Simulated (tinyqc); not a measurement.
## Gate work function from the charge

Problem. For an undoped double gate, Q = 8 eps0 eps_r Vt beta tan(beta)/ts with 0 < beta < pi/2, and at the source (Vg - dphi)/(2 Vt) - ln[(2/ts) sqrt(2 eps0 eps_r Vt/(q ni))] = ln(beta) - ln(cos beta) + 2 r beta tan(beta), r = eps_r tox/(eox ts). Find beta and dphi.

Values chosen for this exercise; material values those of a made-up semiconductor:

| symbol | value | unit | meaning |
|---|---|---|---|
| T | 325 | K | temperature |
| eps_r | 17.3 |  | relative permittivity of the semiconductor |
| eox | 21.7 |  | relative permittivity of the gate insulator |
| tox | 7.5 | nm | insulator thickness |
| ts | 6 | nm | body thickness |
| Vg | 0.67 | V | gate voltage |

Constants: q = 1.602176634e-19 C, kB = 1.380649e-23 J/K, Vt = kB T/q, eps0 = 8.8541878128e-14 F/cm where lengths are in cm. Results are converted to the units shown.

Qs = 2101.9002 nC/cm^2
ni = 3.3754933e14 cm^-3

Solution. beta tan(beta) rises from 0 without bound on the interval, so the charge fixes beta; the second relation is then explicit in dphi. At this charge the surface density passes 0.3 Nc, so the classical Boltzmann model is only formal.

beta = 1.24
dphi = -0.0900 V

Numbers from tinyqc (`OMP_NUM_THREADS=1 python tinyqc.py 2440045 2440046 out.jsonl`; about 0.01 s on one thread of a shared Intel Xeon 2.30GHz).
